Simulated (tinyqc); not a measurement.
Hopping conduction between localised states. Inputs raised by 2 %, one at a time. Computed by tinyqc, a small Python program. Command: `OMP_NUM_THREADS=1 python tinyqc.py 3031076 3031077 out.jsonl hop sens`. One thread of a shared host (Intel(R) Xeon(R) Processor @ 2.30GHz), about 0.01 s of CPU time with the checks.

Energies are counted from the Fermi level. A small network shows the mechanism; the laws of an infinite system follow.

Inputs (values chosen for the exercise, for a model defective oxide):
```
quantity                                    value         unit
localisation length xi                        2.1           nm
density of states g_0                     1.8e+19  1/(eV cm^3)
permittivity eps                              7.1            -
activation energy E_a to extended states     0.14           eV
prefactor of activated conduction              28         S/cm
prefactor of hopping                            1         S/cm
temperature T                                 220            K
```

Dimension: 3D.

Constants: k_B = 8.617333262e-05 eV/K; e^2/(4 pi eps_0) = 14.39964548 eV angstrom.

Method. Mott: T_M = 21.2/(k_B g_0 xi^3), exponent (T_M/T)^(1/4), mean hop r = (3/8) xi times the exponent. Efros-Shklovskii: T_ES = 2.8 e^2/(4 pi eps eps_0 k_B xi), exponent (T_ES/T)^(1/2). Coulomb gap width g_0^(1/2) (e^2/(4 pi eps eps_0))^(3/2). The numerical coefficients come from percolation theory and are given. sigma = s_1 exp(-E_a/k_B T) + s_2 exp(-larger of the two exponents); reduced activation energy w = d ln(sigma)/d ln(T) by a central difference of +/- 1 %.

Runs:
```
input moved                                       from         to  conductivity (S/cm)    T_M (K)  mean hop by the Mott formula (nm)  hopping part (S/cm)
base run                                             -          -              0.01750  1.476e+06                              7.127            1.174e-04
localisation length xi (nm)                        2.1      2.142              0.01751  1.391e+06                              7.162            1.341e-04
density of states g_0 (1/(eV cm^3))            1.8e+19  1.836e+19              0.01750  1.447e+06                              7.092            1.227e-04
permittivity eps                                   7.1      7.242              0.01750  1.476e+06                              7.127            1.174e-04
activation energy E_a to extended states (eV)     0.14     0.1428              0.01511  1.476e+06                              7.127            1.174e-04
temperature T (K)                                  220      224.4              0.02021  1.476e+06                              7.092            1.227e-04
prefactor of hopping (S/cm)                          1       1.02              0.01750  1.476e+06                              7.127            1.197e-04
```

Exponents ln(y'/y) / ln(x'/x):
```
input                                     conductivity  T_M  mean hop by the Mott formula  hopping part
localisation length xi                           0.048   -3                          0.25         6.737
density of states g_0                            0.015   -1                         -0.25         2.257
permittivity eps                                 0.000    0                          0.00         0.000
activation energy E_a to extended states        -7.404    0                          0.00         0.000
temperature T                                    7.280    0                         -0.25         2.257
prefactor of hopping                             0.007    0                          0.00         1.000
```

Among the inputs moved here: conductivity answers most in size to activation energy E_a to extended states (exponent -7.404), and about equally to temperature T (+7.280); its exponent is below 0.0005 for permittivity eps. T_M answers most in size to localisation length xi (exponent -3.000), next to density of states g_0 (-1.000); its exponent is below 0.0005 for permittivity eps, activation energy E_a to extended states, temperature T, prefactor of hopping. Its exponent -3.000 in localisation length xi: T_M = 21.2/(k_B g_0 xi^3). Mean hop by the Mott formula answers most in size to localisation length xi (exponent +0.250), and about equally to density of states g_0 (-0.250), temperature T (-0.250); its exponent is below 0.0005 for permittivity eps, activation energy E_a to extended states, prefactor of hopping. Its exponent -0.250 in temperature T: the Mott hop in three dimensions. Hopping part answers most in size to localisation length xi (exponent +6.737), next to density of states g_0 (+2.257); its exponent is below 0.0005 for permittivity eps, activation energy E_a to extended states.
